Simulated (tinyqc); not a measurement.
Transfer-length model of a contact: course of the iteration.

A metal contact of length d and width W on a thin layer of the same width. The metal has no resistance, the sheet resistance under it equals Rsh, and current enters the layer at the front edge x = 0.

A = Lt coth(d/Lt) is solved for Lt, starting from Lt = A. Lt(new) = A tanh(d/Lt).

Stop when Lt changes by less than 1e-9 of itself, or after 40 iterations.

Values chosen for this exercise:
- d = 0.13 um (contact length)

A = 0.593765 um

Course of the iteration:

| iteration | Lt (um) | relative change |
|---|---|---|
| 1 | 0.127962 | 0.784 |
| 2 | 0.456132 | 2.56 |
| 3 | 0.164788 | 0.639 |
| 4 | 0.390567 | 1.37 |
| 5 | 0.190645 | 0.512 |
| 6 | 0.351954 | 0.846 |
| 7 | 0.209859 | 0.404 |
| 8 | 0.327019 | 0.558 |
| 9 | 0.224345 | 0.314 |
| ... | ... | ... |
| 32 | 0.269042 | 0.0112 |
| 33 | 0.266481 | 9.52e-3 |
| 34 | 0.268678 | 8.24e-3 |
| 35 | 0.266791 | 7.02e-3 |
| 36 | 0.268411 | 6.07e-3 |
| 37 | 0.267020 | 5.18e-3 |
| 38 | 0.268213 | 4.47e-3 |
| 39 | 0.267189 | 3.82e-3 |
| 40 | 0.268068 | 3.29e-3 |

Did this iteration meet its convergence test, and what does its course show?

No. Not converged within 40 iterations: the values swing above and below the root and close in slowly. The plain step multiplies the error by -2x/sinh(2x) = -0.86 with x = d/Lt = 0.49, which nears -1 for a contact short against Lt. A rerun with Newton steps converges in 6 iterations, to 0.26766 um.

Program tinyqc, `OMP_NUM_THREADS=1 python tinyqc.py 2760054 2760055 out.jsonl`; Intel Xeon 2.30GHz, shared host, one thread, about 0.01 s.
